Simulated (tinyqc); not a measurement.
## Series resistance and length offset from two lengths at two overdrives

Problem. In strong inversion R W = Rsd + k(x)(L - dL), k(x) = (1 + th1 x)/(mu0 Cox x), x the overdrive, Cox = eps0 eox/tox, with Rsd and dL independent of x. Find dL, Rsd, mu0 and th1.

Inputs (values chosen for the exercise):
- eox = 3.9 (relative permittivity of the gate insulator (close to silicon dioxide))
- tox = 1 nm (insulator thickness)

Constants: eps0 = 8.8541878128e-14 F/cm where lengths are in cm. Results are converted to the units shown.

total resistance times width (ohm um):

|  | L = 0.11 um | L = 0.45 um |
|---|---|---|
| overdrive 0.43 V | 606.123633 | 2044.47817 |
| overdrive 0.95 V | 419.865358 | 1198.55517 |

Answer. At each overdrive R W is a straight line in L; the two lines cross at L = dL, R W = Rsd. Their slopes give k x = (1 + th1 x)/(mu0 Cox), a straight line in x.

dL = 0.01400 um
Rsd = 200.0 ohm um
mu0 = 190.0 cm^2/(V s)
th1 = 0.4500 1/V

tinyqc, about 0.01 s, one thread, Intel Xeon 2.30GHz (shared host): `OMP_NUM_THREADS=1 python tinyqc.py 2210151 2210152 out.jsonl`
